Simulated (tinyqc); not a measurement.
# Quarter-wave Bragg mirror and the threshold of a vertical cavity: effects of single changes

N pairs of lossless layers, each a quarter wave thick at lam, in the order nL, nH from the incident medium n0 to the exit medium ns; normal incidence, no dispersion. At wavelength lam + dw each layer has the phase d = (pi/2) lam/(lam + dw) and the matrix [[cos d, i sin d/n], [i n sin d, cos d]].

Inputs (values chosen for the exercise); indices close to those of GaAs and AlAs:
```
symbol  value         unit                          meaning
lam       980           nm                design wavelength
nH      3.525                                    high index
nL      2.977                                     low index
N          20                               number of pairs
n0      3.515                  index of the incident medium
ns          1                      index of the exit medium
Tb      0.027            %  transmission of the back mirror
Lc          1  wavelengths  optical thickness of the cavity
ai         15         1/cm                    internal loss
da         24           nm     total thickness of the wells
Gr       1.89                     standing-wave enhancement
```

Each table varies one quantity; the others keep the values above.

## Spectrum across the stop band

B = M11 + M12 ns, C = M21 + M22 ns; r = (n0 B - C)/(n0 B + C), T = 4 n0 ns/|n0 B + C|^2, R = |r|^2 = 1 - T. stop band, to first order in its width, (4 lam/pi) arcsin((nH - nL)/(nH + nL)).

Spectrum across the stop band:
```
dw (nm)        R    T (%)  |trace of the pair matrix|/2
-74      0.62809   37.191                       0.98133
-58      0.74848   25.152                       0.99470
-47      0.97785   2.2148                        1.0017
-32      0.99594  0.40618                        1.0087
-16      0.99829  0.17066                        1.0129
16       0.99832  0.16787                        1.0130
32       0.99649  0.35054                        1.0093
47       0.98772   1.2282                        1.0039
58       0.94638   5.3619                       0.99883
74       0.10552   89.448                       0.98991
```

What does the comparison show?

The stop band is about 105 nm wide to first order; 6 of the 10 rows lie inside it (last column above one), where the field decays from pair to pair. T is 0.171 and 0.168 % in the two rows nearest the centre, against 0.132 % at dw = 0, and 37.2 and 89.4 % in the outermost rows, where it oscillates with wavelength.

## Effect of the number of pairs

At the design wavelength Y = ns (nL/nH)^(2 N), T0 = 4 n0 Y/(n0 + Y)^2; stop band, to first order in its width, (4 lam/pi) arcsin((nH - nL)/(nH + nL)); layer thicknesses lam/(4 n). Penetration depth Lp = lam/(4 (nH - nL)), Leff = Lc lam/nH + 2 Lp, mirror loss per pass m = -ln[(1 - T0)(1 - Tb)]/2, threshold gain (ai Leff + m)/(Gr da), share of the light through this mirror (T0/2)/(ai Leff + m).

Result of one run:
```
N    T0 (%)  stack thickness (um)  threshold gain (1/cm)  output share
23  0.04792                 3.491                  470.2        0.1123
```

What becomes of these results when the number of pairs N is changed from 23 to 12, all else the same?

Result of the changed run:
```
N   T0 (%)  stack thickness (um)  threshold gain (1/cm)  output share
12   1.953                 1.822                   2592        0.8307
```

The whole series:
```
N    T0 (%)  stack thickness (um)  threshold gain (1/cm)  output share
6     13.92                0.9108                1.694e4        0.9058
9     5.291                 1.366                   6410        0.9099
12    1.953                 1.822                   2592        0.8307
15   0.7131                 2.277                   1206        0.6517
18   0.2593                 2.732                  703.6        0.4063
20   0.1320                 3.036                  563.0        0.2585
21  0.09418                 3.188                  521.3        0.1992
23  0.04792                 3.491                  470.2        0.1123
27  0.01240                 4.099                  431.1       0.03172
```

The transmission T0 falls from 13.9 to 0.0124 %, by a factor of 1.40 a pair at the end. The threshold gain falls from 16900 to 431 1/cm, towards the floor set by ai and the back mirror, while the output share goes from 0.906 through a maximum of 0.910 (at N = 9 among the rows listed) to 0.0317: more pairs buy a lower threshold with efficiency. For N = 6, 9 the threshold gain passes 4000 1/cm, more than quantum wells usually give.

Numbers from tinyqc (`OMP_NUM_THREADS=1 python tinyqc.py 2650118 2650119 out.jsonl`; about 0.01 s on one thread of a shared Intel Xeon 2.30GHz).
